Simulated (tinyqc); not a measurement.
p-type polysilicon, carrier trapping at grain boundaries: one step of the calculation.

One-dimensional grains of size Lg, uniform ionised doping N, monovalent traps Qt at each boundary at a depth Et below (for electrons) or above (for holes) the band edge there, abrupt depletion of width W on each side of a boundary, Boltzmann statistics. xi is the distance from the band edge at the grain centre to the Fermi level. Trapped charge Qt/(1 + exp((xi + VB - Et)/Vt)) = 2 N W, barrier VB = q N W^2/(2 eps0 eps_r).

Problem. Depletion width, Fermi level and barrier. If the trap equation with xi = Vt ln(NB/N) has a root W < Lg/2, the grain is partly depleted; otherwise W = Lg/2 and the trap equation gives xi = Et - VB + Vt ln(Qt/(N Lg) - 1). N* = Qt/Lg.

Values chosen for this exercise; values of the order met in polycrystalline silicon: temperature T = 300 K; relative permittivity eps_r = 11.7; valence-band density of states at T NB = 2.65e19 cm^-3; grain size Lg = 110 nm; trap density of a grain boundary Qt = 8.8e11 cm^-2; depth of the trap level from the majority band edge at the boundary Et = 0.34 eV; doping N = 2.4e17 cm^-3.

Constants: q = 1.602176634e-19 C, kB = 1.380649e-23 J/K, Vt = kB T/q, eps0 = 8.8541878128e-14 F/cm where lengths are in cm. Results are converted to the units shown.

Find: N*; W; xi; VB; share of traps filled.

Solution.

N* = 8.0000e16 cm^-3
W = 18.290 nm
xi = 0.12161 V
VB = 0.062085 V
share of traps filled = 0.99764

N is 3.00 N*, and the grain is partly depleted; VB = 2.40 Vt.

Numbers from tinyqc (`OMP_NUM_THREADS=1 python tinyqc.py 2830156 2830157 out.jsonl`; about 0.01 s on one thread of a shared Intel Xeon 2.30GHz).
